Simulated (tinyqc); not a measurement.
Inside a calculation. Method: sp3 tight binding, zinc-blende lattice. Computed by tinyqc, a small Python program that keeps every step. Command: `OMP_NUM_THREADS=1 python tinyqc.py 21397 21398 out.jsonl` (the two numbers bound the seeds that draw the settings). One thread of a shared host (Intel(R) Xeon(R) Processor @ 2.60GHz), about 0.01 s of CPU time with the checks.

## Bloch Hamiltonian at k

Parameters chosen for this model: zinc-blende lattice, anion at 0, cation at a/4 (1,1,1); V = eta hbar^2 / (m d^2), hbar^2/m = 7.619964 eV angstrom^2:
```
parameter          value      unit
a               4.920000  angstrom
d               2.130422  angstrom
Es anion      -14.800000        eV
Ep anion       -6.200000        eV
Es cation     -14.800000        eV
Ep cation      -6.200000        eV
eta ss         -1.400000
eta sp          1.840000
eta pp sigma    3.240000
eta pp pi      -0.810000
V ss           -2.350442        eV
V sp            3.089152        eV
V pp sigma      5.439594        eV
V pp pi        -1.359898        eV
```

k point k (2 pi / a): [-0.59000, 0.50000, -0.43000]

Slater-Koster rules over the four bonds with direction cosines (l, m, n): ss V_ss; s-px l V_sp; px-s -l V_sp; px-px l^2 V_pps + (1 - l^2) V_ppp; px-py l m (V_pps - V_ppp); each times exp(i k.d).

H(k) at k (eV), order a s, a px, a py, a pz, c s, c px, c py, c pz:
```
[[-14.80000, 0.00000, 0.00000, 0.00000, -3.11519+3.32401i, 1.89377-3.14830i, -2.52227+2.36381i, 3.14830-1.89377i],
 [0.00000, -6.20000, 0.00000, 0.00000, -1.89377+3.14830i, 1.20157-1.28212i, 4.00086-2.40660i, -3.20529+3.00393i],
 [0.00000, 0.00000, -6.20000, 0.00000, 2.52227-2.36381i, 4.00086-2.40660i, 1.20157-1.28212i, 2.40660-4.00086i],
 [0.00000, 0.00000, 0.00000, -6.20000, -3.14830+1.89377i, -3.20529+3.00393i, 2.40660-4.00086i, 1.20157-1.28212i],
 [-3.11519-3.32401i, -1.89377-3.14830i, 2.52227+2.36381i, -3.14830-1.89377i, -14.80000, 0.00000, 0.00000, 0.00000],
 [1.89377+3.14830i, 1.20157+1.28212i, 4.00086+2.40660i, -3.20529-3.00393i, 0.00000, -6.20000, 0.00000, 0.00000],
 [-2.52227-2.36381i, 4.00086+2.40660i, 1.20157+1.28212i, 2.40660+4.00086i, 0.00000, 0.00000, -6.20000, 0.00000],
 [3.14830+1.89377i, -3.20529-3.00393i, 2.40660+4.00086i, 1.20157+1.28212i, 0.00000, 0.00000, 0.00000, -6.20000]]
```

## Levels at k

Diagonalise the Hermitian matrix.

eigenvalues (eV): [-21.15079, -18.14163, -12.81749, -12.66712, -5.18168, 0.06654, 0.26921, 2.82296]

weights |c|^2 of the basis functions, order a s, a px, a py, a pz, c s, c px, c py, c pz:
```
[[0.46161, 0.18783, 0.01288, 0.00009, 0.29930, 0.00716, 0.00005, 0.03107],
 [0.01275, 0.10509, 0.27354, 0.04725, 0.07677, 0.24907, 0.07949, 0.15605],
 [0.01183, 0.10372, 0.01922, 0.32293, 0.05158, 0.00032, 0.33212, 0.15827],
 [0.01381, 0.10336, 0.19435, 0.12973, 0.07235, 0.24345, 0.08834, 0.15461],
 [0.46161, 0.18783, 0.01288, 0.00009, 0.29930, 0.00716, 0.00005, 0.03107],
 [0.01275, 0.10509, 0.27354, 0.04725, 0.07677, 0.24907, 0.07949, 0.15605],
 [0.01183, 0.10372, 0.01922, 0.32293, 0.05158, 0.00032, 0.33212, 0.15827],
 [0.01381, 0.10336, 0.19435, 0.12973, 0.07235, 0.24345, 0.08834, 0.15461]]
```

## Bloch Hamiltonian at X

k point X (2 pi / a): [1, 0, 0]

As before.

H(k) at X (eV), order a s, a px, a py, a pz, c s, c px, c py, c pz:
```
[[-14.80000, 0.00000, 0.00000, 0.00000, 0.00000, 0.00000+7.13409i, 0.00000, 0.00000],
 [0.00000, -6.20000, 0.00000, 0.00000, 0.00000-7.13409i, 0.00000, 0.00000, 0.00000],
 [0.00000, 0.00000, -6.20000, 0.00000, 0.00000, 0.00000, 0.00000, 0.00000+9.06599i],
 [0.00000, 0.00000, 0.00000, -6.20000, 0.00000, 0.00000, 0.00000+9.06599i, 0.00000],
 [0.00000, 0.00000+7.13409i, 0.00000, 0.00000, -14.80000, 0.00000, 0.00000, 0.00000],
 [0.00000-7.13409i, 0.00000, 0.00000, 0.00000, 0.00000, -6.20000, 0.00000, 0.00000],
 [0.00000, 0.00000, 0.00000, 0.00000-9.06599i, 0.00000, 0.00000, -6.20000, 0.00000],
 [0.00000, 0.00000, 0.00000-9.06599i, 0.00000, 0.00000, 0.00000, 0.00000, -6.20000]]
```

## Levels at X

As before.

eigenvalues (eV): [-18.82978, -18.82978, -15.26599, -15.26599, -2.17022, -2.17022, 2.86599, 2.86599]

## Bands along a path

The same steps at evenly spaced points between the labelled ones.

Bands along the path (eV):
```
k            band 1     band 2     band 3     band 4    band 5    band 6    band 7    band 8
L         -21.21508  -18.17777  -12.54619  -12.54619  -5.37414   0.14619   0.14619   2.76699
L-G 0.33  -22.43215  -16.09256  -11.98734  -11.98734  -5.20807  -0.41266  -0.41266   1.73278
L-G 0.67  -23.72853  -12.40697  -10.66448  -10.66448  -5.00903  -1.73552  -1.73552  -0.85548
G         -24.20177   -9.82640   -9.82640   -9.82640  -5.39823  -2.57360  -2.57360  -2.57360
G-X 0.33  -23.56274  -11.81010  -11.71463  -11.71463  -4.18828  -2.43888  -0.68537  -0.68537
G-X 0.67  -21.70501  -15.32187  -14.25803  -14.25803  -2.79044  -2.18268   1.85803   1.85803
X         -18.82978  -18.82978  -15.26599  -15.26599  -2.17022  -2.17022   2.86599   2.86599
X-W 0.33  -18.82978  -18.82978  -15.26599  -15.26599  -2.17022  -2.17022   2.86599   2.86599
X-W 0.67  -18.82978  -18.82978  -15.26599  -15.26599  -2.17022  -2.17022   2.86599   2.86599
W         -18.82978  -18.82978  -15.26599  -15.26599  -2.17022  -2.17022   2.86599   2.86599
```

With 4 band(s) filled, the highest filled level on these points lies at G and the lowest empty one at G: a gap of 4.4282 eV, direct.
